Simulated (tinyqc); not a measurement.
Tight binding, honeycomb lattice, step by step. Computed by tinyqc, a small Python program that keeps every step. Settings: t1 = 1.54, t2 = 0.25, phi = 2.95, delta = 0.06, points = 7. Command: `OMP_NUM_THREADS=1 python tinyqc.py 30724 30725 out.jsonl` (the two numbers bound the seeds that draw the settings). One thread of a shared host (Intel(R) Xeon(R) Processor @ 2.60GHz), about 0.01 s of CPU time with the checks.

## Bloch Hamiltonian at k

Parameters chosen for this model:
```
parameter     value                        unit
t1         1.540000                 eV, nearest
t2         0.250000       eV, second neighbours
phi        2.950000  rad, phase of t2 (Haldane)
delta      0.060000          eV, +/- on A and B
```

k point k (fractions of the reciprocal vectors): -0.04000  -0.30000

H_AB = -t1 (1 + exp(-i k.a1) + exp(-i k.a2)); H_AA = delta - 2 t2 sum cos(k.b + phi), H_BB = -delta - 2 t2 sum cos(k.b - phi), b = a1, a2 - a1, -a2.

H(k) at k (eV):
```
                   A                  B
A            0.32478  -2.55573-1.84761i
B  -2.55573+1.84761i            0.26108
```

## Levels at k

Diagonalise the Hermitian matrix.

eigenvalues (eV): -2.86087  3.44673

weights |c|^2 of the basis functions:
```
    band 1   band 2
A  0.49495  0.50505
B  0.50505  0.49495
```

## Bloch Hamiltonian at K

k point K (fractions of the reciprocal vectors): 0.33333  0.66667

As before.

H(k) at K (eV):
```
          A         B
A  -0.42891   0.00000
B   0.00000  -1.04364
```

## Levels at K

As before.

eigenvalues (eV): -1.04364  -0.42891

weights |c|^2 of the basis functions:
```
    band 1   band 2
A  0.00000  1.00000
B  1.00000  0.00000
```

## Bands along a path

The same steps at evenly spaced points between the labelled ones.

Bands along the path (eV):
```
k            band 1    band 2
G          -3.14784   6.09294
G-K 0.20   -3.12896   5.57950
G-K 0.40   -2.99693   4.20809
G-K 0.60   -2.59239   2.40490
G-K 0.80   -1.83018   0.66470
K          -1.04364  -0.42891
K-M 0.20   -1.30744  -0.10895
K-M 0.40   -1.62983   0.34477
K-M 0.60   -1.85901   0.72224
K-M 0.80   -1.99101   0.96734
M          -2.03202   1.05032
M-K' 0.20  -1.98464   0.96097
M-K' 0.40  -1.84516   0.70838
M-K' 0.60  -1.60491   0.31985
M-K' 0.80  -1.25811  -0.15828
K'         -0.92364  -0.54891
```

With 1 band(s) filled, the highest filled level on these points lies at K' and the lowest empty one at K': a gap of 0.3747 eV, direct.

## Chern number of the lower band

On a 7 x 7 mesh, the phase of the product of overlaps around each plaquette (k1 then k2); the sum over 2 pi is an integer.

plaquette phases (rad):
```
          1         2         3         4         5         6         7
1   0.00000  -0.00130  -0.00918  -0.05107  -0.00170   0.00843   0.00300
2   0.00042  -0.00561  -0.01657  -0.11412  -0.16026   0.01992   0.00843
3  -0.00222  -0.01178  -0.03036  -0.14314  -1.99295  -0.16026  -0.00170
4  -0.03982  -0.07382  -0.10579  -0.11046  -0.14314  -0.11412  -0.05107
5  -0.00909  -0.11960  -2.45444  -0.10579  -0.03036  -0.01657  -0.00918
6   0.00492   0.01333  -0.11960  -0.07382  -0.01178  -0.00561  -0.00130
7   0.00173   0.00492  -0.00909  -0.03982  -0.00222   0.00042   0.00000
```

Chern number = -1.00000
